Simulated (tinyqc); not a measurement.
Specific resistance of a metal-semiconductor contact and its transmission-line measurement. From one set of inputs to another, one input at a time. Computed by tinyqc, a small Python program. Command: `OMP_NUM_THREADS=1 python tinyqc.py 3013068 3013069 out.jsonl contact ladder`. One thread of a shared host (Intel(R) Xeon(R) Processor @ 2.30GHz), about 0.02 s of CPU time with the checks.

The barrier is parabolic (depletion approximation), energies E are normal energies counted from the band edge in the neutral semiconductor (downwards for holes), and the bias is zero. xi is an input, held fixed when other inputs move.

The inputs printed are set A. Set A is modelled on p-type SiGe; the values taken over come from a set modelled on n-type GaN. Inputs not listed in the table keep their values of set A, so the rows need not describe a real material.

Inputs (values chosen for the exercise, modelled on p-type SiGe):
```
quantity                                           value          unit
tunnelling mass m                                   0.32           m_0
permittivity eps                                      13             -
Richardson constant A*                              29.9  A/(cm^2 K^2)
barrier height phi_B                                0.36            eV
doping N                                         6.3e+17        1/cm^3
Fermi level above the band edge in the bulk, xi    -0.13            eV
temperature T                                        400             K
sheet resistance R_sh                              38000           ohm
contact length d                                    0.61    micrometre
contact width W                                      1.8    micrometre
```

Image-force lowering: included.

Constants: hbar = 1.054571817e-34 J s; eps_0 = 8.8541878128e-12 F/m; m_0 = 9.1093837015e-31 kg; k_B = 8.617333262e-05 eV/K; e = 1.602176634e-19 C.

Method:
- E_00 = (e hbar/2) sqrt(N/(eps eps_0 m)); band bending E_b = phi_B + xi; depletion width w = sqrt(2 eps eps_0 E_b/(e^2 N)). Image lowering d_phi = (e^3 N E_b/(8 pi^2 (eps eps_0)^3))^(1/4) (E_b in volts), and E_b - d_phi replaces E_b everywhere except in w.
- WKB transmission for E < E_b, with a = E/E_b: D = exp{-(E_b/E_00) [sqrt(1 - a) - a ln((1 + sqrt(1 - a))/sqrt(a))]}; D = 1 above.
- At zero bias 1/rho_c = (e A*/k_B^2) int D(E) f(E) dE, f = 1/(1 + exp((E - xi)/k_B T)); 200 Gauss-Legendre points from 0 to E_b, and k_B T ln(1 + exp((xi - E_b)/k_B T)) for the part above the barrier; the share of tunnelling is the part below.
- Transmission-line model: transfer length L_T = sqrt(rho_c/R_sh); R_c = (R_sh L_T/W) coth(d/L_T). Limits: rho_c/(W d) for d << L_T, sqrt(rho_c R_sh)/W for d >> L_T.

Each row keeps all changes above it; columns: (1) input moved; (2) from; (3) to; (4) specific contact resistance rho_c (ohm cm^2); (5) transfer length L_T (micrometre); (6) depletion width (nm):
```
(1)                                        (2)      (3)       (4)    (5)    (6)
set A                                        -        -  0.000027  0.268  22.90
permittivity eps                            13      9.7  0.000018  0.219  19.78
contact width W (micrometre)               1.8     0.67  0.000018  0.219  19.78
tunnelling mass m (m_0)                   0.32     0.19  0.000015  0.198  19.78
contact length d (micrometre)             0.61     0.72  0.000015  0.198  19.78
Richardson constant A* (A/(cm^2 K^2))     29.9     24.9  0.000018  0.217  19.78
barrier height phi_B (eV)                 0.36     0.53  0.001286  1.840  26.09
doping N (1/cm^3)                      6.3e+17  3.6e+18  0.000101  0.516  10.91
```

Specific contact resistance rho_c goes from 2.73e-5 to 1.01e-4, a factor 3.71 in all. The largest single move comes from barrier height phi_B (a factor 72.0), and doping N works against it (a factor 0.0788). Transfer length L_T goes from 0.268 to 0.516, a factor 1.93 in all. The largest single move comes from barrier height phi_B (a factor 8.48), and doping N works against it (a factor 0.281). Depletion width goes from 22.9 to 10.9, a factor 0.477 in all. The largest single move comes from doping N (a factor 0.418), and barrier height phi_B works against it (a factor 1.32). The single moves hold for this order of the switches; the total does not depend on the order.

Extremes, crossings and ranges named in words are read from the listed rows.
